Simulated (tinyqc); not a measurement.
Biaxially strained (001) channel, valley splitting in an inversion layer: two steps of the calculation.

A thin layer grown on a relaxed buffer is stretched in the plane. The two valleys with their long axis along the growth direction (D2) sink against the four in-plane ones (D4); confinement in a triangular well splits them too. Only the lowest subband of each set is kept; one relaxation time, so the weakening of intervalley scattering is left out.

Values chosen for this exercise; values close to those of silicon on relaxed silicon-germanium:

| symbol | value | unit | meaning |
|---|---|---|---|
| T | 300 | K | temperature |
| ml | 0.89 | m0 | longitudinal mass |
| mt | 0.188 | m0 | transverse mass |
| Ns | 3.7e12 | cm^-2 | inversion density |

Constants: q = 1.602176634e-19 C, kB = 1.380649e-23 J/K, Vt = kB T/q. Results are converted to the units shown.

Question 1. Fermi level by Newton steps. f = N2 ln(1 + exp((EF - E2)/Vt)) + N4 ln(1 + exp((EF - E4)/Vt)) - Ns, f' = [N2/(1 + exp((E2 - EF)/Vt)) + N4/(1 + exp((E4 - EF)/Vt))]/Vt, EF(new) = EF - f/f'.

EF after iteration 1 = 0.14475194 eV
E2 = 0.13357911 eV
E4 = 0.39509113 eV
N2 = 4.0604969e12 cm^-2
N4 = 1.7669541e13 cm^-2

Wanted: f; f'; EF after iteration 2.

Answer 1.

f = 8.7140e10 cm^-2
f' = 9.5287e13 cm^-2/eV
EF after iteration 2 = 0.14384 eV

Question 2. Share of the light valleys and conductivity mass. EF solves Ns = N2 ln(1 + exp((EF - E2)/Vt)) + N4 ln(1 + exp((EF - E4)/Vt)); f2 is the share in D2, and 1/mc = f2/mt + (1 - f2)(1/mt + 1/ml)/2.

EF = 0.14383097 eV
E2 = 0.13357911 eV
N2 = 4.0604969e12 cm^-2

Give: f2; mc.

Answer 2.

f2 = 0.99971
mc = 0.18802 m0

Computed by the program tinyqc: `OMP_NUM_THREADS=1 python tinyqc.py 2530047 2530048 out.jsonl`, one thread of a shared Intel Xeon 2.30GHz, about 0.02 s for the whole run.
